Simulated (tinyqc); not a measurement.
Nucleation and growth of vacancy voids in a cooling silicon-like crystal: one step, computed by the program tinyqc.

Spherical voids; vacancies are lost only to voids.

Question. Nucleation rate at T with the initial excess. C_e = C_m exp[-(E_f/k_B)(1/T - 1/T_m)]; D = D0 exp(-E_m/(k_B T)); f = k_B T ln(C/C_e); r* = 2 gamma/(rho f); W* = 16 pi gamma^3/(3 rho^2 f^2); Z = f/sqrt(12 pi W* k_B T); I = rho Z (4 pi r* D C) exp(-W*/(k_B T)).

Inputs (values chosen for the exercise, for a model crystal):
```
quantity                                    value    unit
vacancy density at the melting point C_m    5e+14  1/cm^3
formation energy E_f                         3.79      eV
melting point T_m                            1685       K
diffusion prefactor D0                    0.00083  cm^2/s
migration energy E_m                          0.5      eV
site density rho                            5e+22  1/cm^3
void surface energy gamma                   0.846   J/m^2
temperature of the worked step T             1395       K
```

initial excess C = 1.40e+14 1/cm^3

Constants: k_B = 8.617333262e-05 eV/K; k_B = 1.380649e-23 J/K; e = 1.602176634e-19 C.

Give: C_e; D; driving force f; critical radius r*; W*/(k_B T); rate I.

Answer.

C_e = 2.200e+12 1/cm^3

D = 1.296e-05 cm^2/s

driving force f = 0.4993 eV

critical radius r* = 0.4231 nm

W*/(k_B T) = 32.93

rate I = 2.842e+10 1/(cm^3 s)

Cooling by 10 K multiplies I by 15: nucleation switches on within a narrow range of temperature. Caution: at such a rate voids would have used up the initial excess before the crystal cooled to this T.
